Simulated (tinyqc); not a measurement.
Kane-Mele model of a buckled honeycomb layer in a normal field, step by step. Values are carried at full precision from step to step, so a last printed digit may differ when a step is redone from the rounded ones.

Sublattices A and B lie at +/-b, so the field gives them the energies +/-D, D = e b Ez (in eV for b in angstrom and Ez in V/angstrom); 2 lam is the gap at zero field. Near the valleys tau = +/-1, for spin sz = +/-1: H = hbar v (tau qx sx + qy sy) + m sz_AB with m = D - tau sz lam, hbar v = (sqrt3/2) a t. On the lattice the spin-orbit term is the second-neighbour hopping i (lam/3 sqrt3) nu sz, nu = +/-1 by the sense of the turn. The filled band of one cone contributes tau sign(m)/2 to the Chern number, in the sense Omega = curl of i<u|grad u>. Rashba terms are left out.

Constants: hbar^2/2m0 = 3.80998211 eV angstrom^2.

Parameters, chosen for this exercise (of the size used for silicene; the results hold for these values, not for the real material):
```
symbol  value   unit        meaning
a       3.87    angstrom    lattice constant
t       1.55    eV          hopping
lam     0.0035  eV          spin-orbit half gap
b       0.24    angstrom    half the buckling height
Ez      0.01    V/angstrom  normal field at the atoms, after screening; 0.01 is 1 MV/cm, and gates reach some 0.05
q       0.011   1/angstrom  distance from K along x
```

## The four Dirac masses

Form D, hbar v, and for each flavour m, the gap 2|m|, the band mass 2c|m|/(hbar v)^2 with c = hbar^2/2m0, and the share of the Chern number.

D = 2.400 meV
hbar v = 5.1949 eV angstrom

Flavours:
```
tau  sz  m (meV)  gap (meV)  mass (m0)  share of C
1     1   -1.100      2.200    0.00031        -0.5
1    -1    5.900     11.800    0.00167         0.5
-1    1    5.900     11.800    0.00167        -0.5
-1   -1   -1.100      2.200    0.00031         0.5
```

## Invariants

C(up) and C(down) are the sums over valleys; spin Chern number (C(up) - C(down))/2; valley number, the sum for tau = +1 less that for tau = -1; Z2 index |C(up)| mod 2; critical field lam/b.

C(up), C(down): -1  1

spin Chern number = -1
valley number = 0
Z2 = 1
critical field = 0.01458 V/angstrom

|D| < lam: the masses of one spin have opposite signs in the two valleys, a quantum spin Hall insulator.

## Levels and curvature at distance q

E = sqrt(m^2 + (hbar v q)^2); curvature of the filled band Omega = tau (hbar v)^2 m/(2 E^3).

At q:
```
tau  sz  E (meV)  Omega (angstrom^2)
1     1   57.154              -79.50
1    -1   57.447               419.9
-1    1   57.447              -419.9
-1   -1   57.154               79.50
```

In each valley the two spins differ by 0.293 meV, with opposite order in the other valley.

## Checks

- Curvature formula against a plaquette: both -79.50.

Computed by tinyqc, a small Python program: `OMP_NUM_THREADS=1 python tinyqc.py 1452645 1452646 out.jsonl` (the numbers bound the seed that draws the inputs); one thread of a shared host (Intel(R) Xeon(R) Processor @ 2.30GHz), about 0.01 s for the whole set of steps.
